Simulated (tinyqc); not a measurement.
## Radius from the resistance

Question. Two half-spaces of a free-electron metal (one valley, spin 2) meet through a circular opening of radius a in an insulating sheet. kF = (3 pi^2 n)^(1/3), resistivity rho = hbar kF/(n q^2 l). Maxwell: RM = rho/(2 a); Sharvin: RS = 4 rho l/(3 pi a^2); interpolation R = RS + gamma RM, gamma = (1 + 0.83 K)/(1 + 1.33 K), K = l/a. Find a.

Values chosen for this exercise: free-electron density n = 5.7e21 cm^-3; mean free path l = 4.9 nm.

Constants: q = 1.602176634e-19 C, hbar = 1.054571817e-34 J s. Results are converted to the units shown.

R = 45.751132 ohm

Answer. R falls steadily as a grows, so there is one root, found by bisection.

a = 11.00 nm
K = 0.4455

Computed by the program tinyqc: `OMP_NUM_THREADS=1 python tinyqc.py 2760135 2760136 out.jsonl`, one thread of a shared Intel Xeon 2.30GHz, about 0.01 s for the whole run.
